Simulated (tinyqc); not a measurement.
# Worked calculation: read current of a NAND string, cells in series solved by shooting

Numbers from tinyqc (`OMP_NUM_THREADS=1 python tinyqc.py 2142012 2142013 out.jsonl`; about 0.6 s on one thread of a shared Intel Xeon 2.30GHz). Printed values are rounded.

Cells in series, numbered from 0 at the source line (0 V) to the bit line, each followed by a gap resistance Rg. A cell with gate Vg, threshold VT, source Vs and drain Vd passes I = 2 nf K Vt^2 [F(Vs) - F(Vd)]/(1 + th max(Vg - VT, 0)), F(V) = ln^2(1 + exp((Vg - VT - nf V)/(2 nf Vt))). The selected cell has Vg = Vr, the others Vg = Vp.

Parameters, values chosen for the exercise; values of the order met in vertical NAND strings:

| symbol | value | unit | meaning |
|---|---|---|---|
| T | 358 | K | temperature |
| K | 12 | uA/V^2 | gain factor of a cell |
| nf | 2.4 |  | slope factor |
| th | 0.19 | 1/V | mobility reduction factor |
| Rg | 2 | kohm | resistance of the gap between cells |
| Vbl | 0.3 | V | bit-line voltage |
| Vp | 7.6 | V | pass voltage |
| Vr | 1.69 | V | read voltage on the selected word line |

Constants: q = 1.602176634e-19 C, kB = 1.380649e-23 J/K, Vt = kB T/q. Results are converted to the units shown.

## Step 1: node voltages for a trial current

first trial current = 0.44 uA

| cell | thresholds from the source end (V) |
|---|---|
| 0 | -2.1 |
| 1 | 4.1 |
| 2 | -2.1 |
| 3 | 1 |
| 4 | 4.1 |
| 5 | 4.1 |

For a trial current I start at 0 V and, cell by cell (the selected one is cell 3), solve for the drain: sqrt(F(Vd)) = sqrt(F(Vs) - I/k), k = 2 nf K Vt^2/(1 + th max(Vg - VT, 0)), Vd = [Vg - VT - 2 nf Vt ln(exp(sqrt F) - 1)]/nf, then add I Rg.

| cell | node voltage after each cell and gap, trial 1 (V) |
|---|---|
| 0 | 0.0116411 |
| 1 | 0.0302124 |
| 2 | 0.0419348 |
| 3 | 0.130820 |
| 4 | 0.151002 |
| 5 | 0.171487 |

## Step 2: node voltages for a trial current

second trial current = 0.54 uA

As before.

| cell | node voltage after each cell and gap, trial 2 (V) |
|---|---|
| 0 | 0.0142908 |
| 1 | 0.0371541 |
| 2 | 0.0515678 |
| 3 | 0.180668 |
| 4 | 0.206420 |
| 5 | 0.232690 |

## Course of the secant iteration

Secant steps on the end voltage less Vbl, from the two trials; a trial above the saturation current of a cell has no solution and is moved halfway to the previous trial. Stop below 1e-9 V.

Course of the iteration:

| iteration | I (uA) | end voltage - Vbl (V) | halvings |
|---|---|---|---|
| 1 | 0.649977 | 0.119 | 0 |
| 2 | 0.579741 | -0.0340 | 0 |
| 3 | 0.595358 | -0.0178 | 0 |
| 4 | 0.612412 | 3.86e-3 | 0 |
| 5 | 0.609368 | -4.11e-4 | 0 |
| 6 | 0.609661 | -9.33e-6 | 0 |
| 7 | 0.609667 | 2.27e-8 | 0 |
| 8 | 0.609667 | -1.26e-12 | 0 |

Converged in 8 iterations to I = 0.60967 uA. The selected cell takes 59.6 % of the bit-line voltage and the gaps together 2.44 %.
